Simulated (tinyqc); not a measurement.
Worked calculation: Debye-Callaway model of lattice thermal conductivity. Computed by tinyqc, a small Python program that keeps every step. Command: `OMP_NUM_THREADS=1 python tinyqc.py 3027593 3027594 out.jsonl callaway walk`. One thread of a shared host (Intel(R) Xeon(R) Processor @ 2.30GHz), about 0.01 s of CPU time with the checks. Intermediate numbers are printed to about 7 digits and carried at full precision; extremes and crossings named in words are read from the listed rows.

Three acoustic branches with one velocity v, cut at omega_D = k_B Theta/hbar; x = hbar omega/(k_B T). v and Theta are separate inputs: Theta cuts off the heat-carrying modes, so C need not reach 3 k_B/V. gamma is an effective value that sets the umklapp rate.

Inputs (values chosen for the exercise, modelled on cadmium telluride):
```
quantity                              value        unit
sound velocity v                       2010         m/s
Debye temperature Theta                 160           K
volume per atom V                        34  angstrom^3
mean atomic mass M                      120           u
effective Grueneisen parameter gamma   2.25           -
umklapp exponent divisor b                2           -
alloy fraction f                       0.11           -
mass difference Delta M                26.2           u
Casimir length L                        500  micrometre
normal-process factor f_N               1.1           -
temperature T                            20           K
probe frequency omega/omega_D          0.62           -
```

Sample: crystal. Point defects: alloy. Normal processes: included.

Constants: k_B = 1.380649e-23 J/K; hbar = 1.054571817e-34 J s; u = 1.6605390666e-27 kg.

## Mass-fluctuation parameter

For a random alloy on all sites Gamma = f (1 - f) (Delta M/M)^2, with M the mean mass; strain-field scattering is left out. A = V Gamma/(4 pi v^3).

Gamma = 0.004666839

Rayleigh coefficient A = 1.554904e-42 s^3

## Scattering rates at one frequency

Rates: point defects A omega^4; umklapp B omega^2 T exp(-Theta/(b T)) with B = hbar gamma^2/(M v^2 Theta); normal processes f_N B omega^2 T (T/Theta)^2. Boundaries: v/L. The resistive time is tau_R = 1/(boundary + point-defect + umklapp rates), and the free path is v tau_R.

omega = 1.298730e+13 rad/s

Rates:
```
process          rate (1/s)  rate x tau_R
boundaries          4020000  9.034436e-05
point defects  4.423630e+10     0.9941544
umklapp        2.560875e+08   0.005755240
normal         2.403140e+08   0.005400750
```

tau_R = 2.247372e-11 s

free path = 45.17218 nm

The strongest resistive process at this frequency: point defects, 99 % of the resistive rate.

## The integrand on a coarse grid

x runs in ten equal steps to min(Theta/T, 12); g = x^4 e^x/(e^x - 1)^2; tau_C is the inverse of all rates summed; the last column is c tau_C g with c = (k_B/(2 pi^2 v)) (k_B T/hbar)^3.

Integrand:
```
x           g     tau_C (s)  c tau_C g (W/(m K))
0.8  0.606932  2.133518e-08         8.089192e+01
1.6  2.077258  1.870309e-09         2.427016e+01
2.4  3.640332  3.929024e-10         8.934999e+00
3.2  4.645206  1.269909e-10         3.685077e+00
4.0  4.865397  5.252749e-11         1.596518e+00
4.8  4.441496  2.546629e-11         7.065839e-01
5.6  3.663708  1.379003e-11         3.156130e-01
6.4  2.796917  8.100214e-12         1.415289e-01
7.2  2.009363  5.064101e-12         6.356670e-02
8.0  1.374977  3.325927e-12         2.856782e-02
```

The integrand is largest at the lowest frequency shown, whose long lifetime outweighs its small heat capacity.

## Thermal conductivity

kappa_1 = c int tau_C g dx, g = x^4 e^x/(e^x - 1)^2, c = (k_B/(2 pi^2 v)) (k_B T/hbar)^3, over 0 < x < min(Theta/T, 40), by 96 Gauss-Legendre points in s with x = x_max s^2; 1/tau_C = 1/tau_R + 1/tau_N; kappa_2 = c [int (tau_C/tau_N) g dx]^2 / int (tau_C/(tau_N tau_R)) g dx; kappa = kappa_1 + kappa_2. Heat capacity C = 3 c int g dx / v^2; grey free path 3 kappa/(C v); the median free path v tau_C halves kappa_1 when the quadrature points are ordered by free path (each counted at half its weight, interpolated in the logarithm); likewise at 10 % and 90 %.

kappa_1 = 118.7224 W/(m K)

kappa_2 = 0.1371076 W/(m K)

kappa = 118.8595 W/(m K)

heat capacity C = 109399.4 J/(m^3 K)

grey free path = 1621.602 nm

median free path = 46707.73 nm

free path at 10 % of kappa_1 = 1401.676 nm

free path at 90 % of kappa_1 = 299615.2 nm

The median free path is 29 times the grey one: a small share of the heat capacity, at low frequency, carries much of the heat. The middle 80 % of kappa_1 spans a factor 210 in free path. The Callaway term kappa_2 is 0.12 % of the total.

## Leaving out one process at a time

The formulas are those given above.

Conductivity at T:
```
case                   kappa (W/(m K))  ratio to all
all processes                 118.8595             1
without point defects         1122.705      9.445647
without boundaries            218.1395      1.835271
without umklapp               135.2819      1.138166
```

Removing point defects raises kappa most, by a factor 9.45; removing umklapp gives only 1.14.

## Conductivity against temperature

The boundary limit is C v^2/(3 x boundary rate), with C = 3 c int g dx / v^2.

Kappa (W/(m K)):
```
T (K)  all processes  without point defects  boundary limit
1.6         14.31063               20.66717        20.66717
3.2         48.57344               165.3373        165.3373
5.6         87.43466               886.0564        886.1048
9.6         120.3980               4048.597        4463.121
16          130.4092               2210.371        20108.56
27          89.40913               480.4726        72188.04
48          40.72195               120.4156        161169.4
80          19.87229               42.62634        218907.3
130         10.09108               17.69656        246162.0
210         5.293028               8.076225        257670.0
```

kappa peaks among these rows at 16 K (T/Theta = 0.100) with 130 W/(m K). The exponent d ln kappa/d ln T is 1.76 at the cold end and -1.35 at the hot end. The normal rate is taken to grow as T^3 at all T, which overstates it above Theta. Point defects cost most at 9.6 K, a factor 33.6.

Checks made by the program: heat capacity against the Debye function (relative difference below 1e-10).
